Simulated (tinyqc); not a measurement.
Finite-difference solution of the diffusion equation on a small grid: one step, computed by the program tinyqc. Command: `OMP_NUM_THREADS=1 python tinyqc.py 3006441 3006442 out.jsonl fdiff walk`. One thread of a shared host (Intel(R) Xeon(R) Processor @ 2.30GHz), about 0.01 s of CPU time with the checks.

dC/dt = D d2C/dx2 on nodes x_j = j dx, j = 0..8; the far end is sealed.

Problem. Amplification factors. The mode of M with eigenvalue mu has its amplitude multiplied per step by g = (1 + (1 - theta) r mu)/(1 - theta r mu), with theta = 0 explicit, 1 implicit, 1/2 Crank-Nicolson; the explicit scheme is stable for r up to 2/|mu_min|.

Boundary at x = 0: fixed surface value. Scheme: explicit.

operator M:
```
   0   1   2   3   4   5   6   7
0  0   0   0   0   0   0   0   0
1  1  -2   1   0   0   0   0   0
2  0   1  -2   1   0   0   0   0
3  0   0   1  -2   1   0   0   0
4  0   0   0   1  -2   1   0   0
5  0   0   0   0   1  -2   1   0
6  0   0   0   0   0   1  -2   1
7  0   0   0   0   0   0   1  -2
8  0   0   0   0   0   0   0   2

    8
0   0
1   0
2   0
3   0
4   0
5   0
6   0
7   1
8  -2
```

mesh ratio r = 0.2236

Give: eigenvalues mu of M; factors g; largest stable r of the explicit scheme.

Solution.

eigenvalues mu of M: -3.962  -3.663  -3.111  -2.390  -1.610  -0.889  -0.337  -0.038  0.000

factors g: 0.114  0.181  0.304  0.466  0.640  0.801  0.925  0.991  1.000

largest stable r of the explicit scheme = 0.5049

The smallest factor is 0.114: no mode changes sign, and all decay but one with mu = 0 where there is such a mode.
